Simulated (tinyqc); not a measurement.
Bandgap voltage reference from two bipolar transistors: effect of the area ratio of the second transistor.

Two transistors of area 1 and N carry the same current I. Is(T) = Is (T/T0)^eta exp[(Vg0 q/kB)(1/T0 - 1/T)], VBE1 = Vt ln(I/Is(T)) + I rb, VBE2 = Vt ln(I/(N Is(T))) + I rb/N. The amplifier forces I R1(T) = VBE1 - VBE2 + Vos, with R(T) = R (1 + tc (T - T0)) for both resistors, and the output is Vref = VBE1 + I R2(T). Base currents and the Early effect are neglected.

Vt = kB T/q; I = (Vt ln N + Vos)/(R1(T) - rb (1 - 1/N)). Box coefficient: span of Vref between 233 and 398 K over its average over T and over 165 K. The last column is the R2 that gives zero slope at T0.

Inputs (values chosen for the exercise); values of the order met in silicon bipolar transistors:
```
symbol,value,unit,meaning
T0,323,K,reference temperature
Vg0,1.188,V,band-gap voltage extrapolated to 0 K
eta,4.3,,temperature exponent of the saturation current
Is,1.2e-16,A,saturation current of the unit transistor at T0
R1,5.1,kohm,"resistor across which the difference of VBE falls, at T0"
tc,0,ppm/K,temperature coefficient of both resistors
Vos,0,mV,offset of the amplifier
rb,73,ohm,series resistance of the unit transistor
R2,51.55,kohm,output resistor at T0
```

Constants: q = 1.602176634e-19 C, kB = 1.380649e-23 J/K. Results are converted to the units shown.

Result of one run:
```
N  I at T0 (uA)  Vref at T0 (V)  slope at T0 (uV/K)  box coefficient (ppm/K)  R2 for zero slope (kohm)
2         3.810          0.8698               -1270                     1434                     159.2
```

What becomes of these results when the area ratio of the second transistor N is changed from 2 to 8, all else the same?

Result of the changed run:
```
N  I at T0 (uA)  Vref at T0 (V)  slope at T0 (uV/K)  box coefficient (ppm/K)  R2 for zero slope (kohm)
8         11.49           1.297               53.34                    49.00                     50.05
```

The whole series:
```
N    I at T0 (uA)  Vref at T0 (V)  slope at T0 (uV/K)  box coefficient (ppm/K)  R2 for zero slope (kohm)
2           3.810          0.8698               -1270                     1434                     159.2
4           7.648           1.087              -596.2                    537.5                     76.73
8           11.49           1.297               53.34                    49.00                     50.05
15          14.98           1.484               633.5                    435.2                     37.89
24          17.59           1.623                1064                    665.1                     32.01
48          21.43           1.827                1695                    940.1                     26.00
100         25.49           2.042                2360                     1171                     21.65
```

As N goes from 2 to 100, Vref rises from 0.8698 to 2.042 V and the box coefficient goes from 1430 through a minimum of 49.0 (at N = 8 among the rows listed) to 1170 ppm/K. A larger N needs a smaller R2/R1, which lowers the gain seen by offset and noise.

Program tinyqc, `OMP_NUM_THREADS=1 python tinyqc.py 2062022 2062023 out.jsonl`; Intel Xeon 2.30GHz, shared host, one thread, about 0.02 s.
